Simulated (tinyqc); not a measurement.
Comparisons within one model: exciton in a hard-walled quantum well (variational). A value that a table varies takes the place of the one given here.

Electron and hole in the lowest states cos(pi z/L) of a hard-walled well; relative motion in the plane exp(-rho/lam). E(lam) = c/(mu lam^2) - (q/eps) <1/r>, <1/r> = integral over k from 0 to infinity of F(kL) (1 + (k lam/2)^2)^(-3/2), F(x) = [3x + 8 pi^2/x - 32 pi^4 (1 - exp(-x))/(x^2 (x^2 + 4 pi^2))]/(x^2 + 4 pi^2); c = hbar^2/2m0, q = e^2/(4 pi eps0). E is counted from the subband edge.

Constants: hbar^2/2m0 = 3.80998211 eV angstrom^2; e^2/(4 pi eps0) = 14.39964547 eV angstrom; Ry = 13.60569312 eV.

Parameters, chosen for this exercise (near those of Ge at its direct gap; shifted at random, so the results belong to these values and not to a real crystal): xs = (0.031, 0.14, 0.45, 2.1, 5.8, 12, 45, 150) ((E - Eg)/Ry*); eps = 15.9 (dielectric constant); Ls = (43, 86, 165, 301, 589, 875, 1836) angstrom (widths); me = 0.038 m0 (electron mass); mh = 0.124 m0 (hole mass); L = 83 angstrom (well width).

## Coulomb enhancement above the gap (Wannier exciton and Elliott formula)

Ry* = 1.5654 meV

With x = (E - Eg)/Ry* and y = pi/sqrt(x): S3 = y exp(y)/sinh(y), and S2 = exp(y)/cosh(y). Free-pair absorption goes as sqrt(x) in three dimensions and is constant in two.

Factors:

| x | E - Eg (meV) | sqrt(x) | S3 | S3 sqrt(x) | S2 |
|---|---|---|---|---|---|
| 0.031 | 0.05 | 0.176 | 35.686 | 6.283 | 2.000 |
| 0.14 | 0.22 | 0.374 | 16.793 | 6.283 | 2.000 |
| 0.45 | 0.70 | 0.671 | 9.367 | 6.284 | 2.000 |
| 2.1 | 3.29 | 1.449 | 4.393 | 6.367 | 1.974 |
| 5.8 | 9.08 | 2.408 | 2.816 | 6.782 | 1.863 |
| 12 | 18.78 | 3.464 | 2.167 | 7.507 | 1.720 |
| 45 | 70.44 | 6.708 | 1.540 | 10.333 | 1.437 |
| 1.5e+02 | 234.81 | 12.247 | 1.278 | 15.656 | 1.251 |

In three dimensions the product tends to 2 pi = 6.283 at the edge (6.283 in the first row), so the square-root onset becomes a step. Even 235 meV above the gap the enhancement is 1.28; it decays only as 1 + pi/sqrt(x) = 1.26. In two dimensions it never exceeds 2 and has fallen to 1.25.

## Width of the well

mu = 0.029086 m0
a* = 289.273 angstrom

The minimum for each width. The strength per area goes as |phi(0)|^2 = 2/(pi lam^2), listed relative to the strict two-dimensional value.

Results:

| L (angstrom) | L/a* | lam (angstrom) | binding (meV) | in Ry* | strength |
|---|---|---|---|---|---|
| 43 | 0.15 | 171.1 | 5.23 | 3.338 | 0.715 |
| 86 | 0.30 | 190.5 | 4.61 | 2.948 | 0.577 |
| 165 | 0.57 | 218.8 | 3.90 | 2.493 | 0.437 |
| 301 | 1.04 | 256.9 | 3.19 | 2.035 | 0.317 |
| 589 | 2.04 | 318.1 | 2.40 | 1.535 | 0.207 |
| 875 | 3.02 | 366.3 | 1.98 | 1.267 | 0.156 |
| 1836 | 6.35 | 489.2 | 1.32 | 0.844 | 0.087 |

The binding falls from 3.34 to 0.84 Ry*. It drops below the bulk value Ry* between 875 and 1836 angstrom, which is a failure of the trial function: it has no correlation along z, so it cannot reach the bulk limit. Even at L = 0.15 a* only 83 % of the two-dimensional limit is reached. With finite barriers the binding would peak at some width and fall again as the carriers leak out.

## What each parameter does

1/mu = 1/me + 1/mh, Ry* = Ry mu/eps^2; the minimum over lam. Each row changes one parameter from the base and keeps the others.

Results:

| case | binding (meV) | lam (angstrom) | binding/Ry* |
|---|---|---|---|
| base | 4.65 | 189.2 | 2.971 |
| me = 0.0456 m0 | 5.17 | 169.4 | 2.882 |
| mh = 0.174 m0 | 4.91 | 178.8 | 2.926 |
| eps = 17.5 | 3.92 | 204.8 | 3.031 |
| L = 58.1 angstrom | 4.98 | 178.4 | 3.183 |

The largest shifts from the base row, up to three for each result and ties (the steps differ in size, so this ranks the rows, not the parameters). binding (meV): eps -0.73, me +0.52, L +0.33. lam (angstrom): me -19.9, eps +15.5, L -10.9. binding/Ry*: L +0.212, me -0.088, eps +0.060.

Run: tinyqc, `OMP_NUM_THREADS=1 python tinyqc.py 1281825 1281826 out.jsonl`; Intel(R) Xeon(R) Processor @ 2.30GHz, one thread, shared host; about 0.02 s of CPU time with all checks.
